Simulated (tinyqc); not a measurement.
Single-photon avalanche diode, trigger probability and counting: one step of the calculation.

A multiplication layer of width W with the uniform field V/W; alpha = an exp(-bn/E) for electrons, beta = ap exp(-bp/E) for holes (local model, no dead space). a = alpha W, b = beta W. Electrons enter at x = 0, holes at x = W. P0 is the probability that an electron entering at 0 starts a lasting avalanche, PW the same for a hole entering at W.

Question. Trigger probability by substitution. PW = P0 exp(b - a)/(1 - P0 + P0 exp(b - a)); P0(new) = 1 - (1 - PW)^(a/b).

P0 after iteration 1 = 0.33210748
a = 0.83138515
b = 2.6254499

Find: PW; P0 after iteration 2.

Answer.

PW = 0.74940
P0 after iteration 2 = 0.35482

Program tinyqc, `OMP_NUM_THREADS=1 python tinyqc.py 2630149 2630150 out.jsonl`; Intel Xeon 2.30GHz, shared host, one thread, about 0.01 s.
